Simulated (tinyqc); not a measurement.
Koster-Slater impurity in a tight-binding band, by Green functions and by supercells. Changing the energy inside the band E. Computed by tinyqc, a small Python program. Command: `OMP_NUM_THREADS=1 python tinyqc.py 3014657 3014658 out.jsonl kosterslater sweep`. One thread of a shared host (Intel(R) Xeon(R) Processor @ 2.30GHz), about 0.05 s of CPU time with the checks.

One orbital per site, e(k) = -2 t sum cos(k_i) over 3 direction(s), band from -6 t to 6 t, lattice constant 1. One site has the extra energy U. Spin is left out.

Inputs (values chosen for the exercise, for a model band):

| quantity | value | unit |
|---|---|---|
| hopping t | 1.9 | eV |
| impurity potential U | -10.5 | eV |
| broadening eta | 0.19 | eV |
| impurity concentration c | 0.0003 | per site |

Lattice: simple cubic.

Constants: hbar = 6.582119569e-16 eV s.

Method. Inside the band G0(z), z = E + i eta, comes from the chain form 1/(sqrt(y - 2t) sqrt(y + 2t)) (principal roots) at y = z + 2 t cos k + 2 t cos k', averaged over k and k' in (0, pi) with 200 Gauss-Legendre points each. T = U/(1 - U G0); phase shift delta = -arg(1 - U G0) in (-pi, pi]; host density of states -Im G0/pi; on the impurity -Im[G0/(1 - U G0)]/pi; lifetime of a band state hbar/(-2 c Im T).

One run for each value:

| energy inside the band E (eV) | host density of states (1/eV) | density of states on the impurity (1/eV) | phase shift delta (rad) | scattering lifetime (fs) |
|---|---|---|---|---|
| -10.80 | 0.008091 | 0.038237 | 2.5226 | 82.8 |
| -8.42 | 0.021156 | 0.029425 | 2.1749 | 107.6 |
| -6.02 | 0.036416 | 0.020400 | 2.0239 | 155.3 |
| -3.61 | 0.070630 | 0.012749 | 1.7132 | 248.4 |
| -1.20 | 0.073542 | 0.011607 | 1.3008 | 272.9 |
| 1.20 | 0.073542 | 0.009613 | 1.0697 | 329.5 |
| 3.61 | 0.070630 | 0.006494 | 0.7845 | 487.7 |
| 6.02 | 0.036416 | 0.004482 | 0.4350 | 706.6 |
| 8.42 | 0.021156 | 0.003183 | 0.2741 | 994.9 |
| 10.80 | 0.008091 | 0.001417 | 0.1119 | 2235.2 |

Describe the trends.

Over the rows, host density of states (1/eV) goes from 0.00809 through a maximum among these rows, 0.0735 at -1.20, to 0.00809; density of states on the impurity (1/eV) falls from 0.0382 to 0.00142; phase shift delta (rad) falls from 2.52 to 0.112.

Extremes, crossings and ranges named in words are read from the listed rows.
